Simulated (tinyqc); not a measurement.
What moves the moment: Stoner model of a band ferromagnet.

Density of states per atom and spin: flat with a rise to the top, D(e) = (M/W) [1 - sp + 4 sp (e/W + 1/2)^3]. Levels e -/+ I m/2 for up and down spin, m = n_up - n_down, n_up + n_down = nd. At zero temperature e(N) is the energy below which N states lie, and E(m) = sum over spins of integral e D de - I m^2/4.

Values chosen for the exercise: W = 4 eV (band width, e from -W/2 to W/2); M = 5 (states per atom and spin); nd = 8.38 (electrons per atom); sp = 0.66 (shape parameter); I = 0.4 eV (Stoner parameter).

Lowest state for each case.

One parameter was then changed.

Results before and after:

| case | I D(EF) | m (muB) | E - E(0) (meV) |
|---|---|---|---|
| base | 1.271 | 1.620 | -54.7 |
| changed | 1.229 | 1.920 | -66.0 |

Which of these changes was made? (a) I = 0.432 eV; (b) sp = 0.76; (c) nd = 8.08; (d) W = 3.68 eV.
Answer: (c) nd = 8.08. Of the candidates, run in turn, only this one gives the changed row.

All candidates:

| case | I D(EF) | m (muB) | E - E(0) (meV) |
|---|---|---|---|
| base | 1.271 | 1.620 | -54.7 |
| W = 3.68 eV | 1.381 | 1.620 | -71.3 |
| I = 0.432 eV | 1.372 | 1.620 | -75.7 |
| nd = 8.08 | 1.229 | 1.920 | -66.0 |
| sp = 0.76 | 1.410 | 1.620 | -75.3 |

Program tinyqc; command `OMP_NUM_THREADS=1 python tinyqc.py 1681210 1681211 out.jsonl`; about 0.3 s on one thread of a shared Intel(R) Xeon(R) Processor @ 2.30GHz.
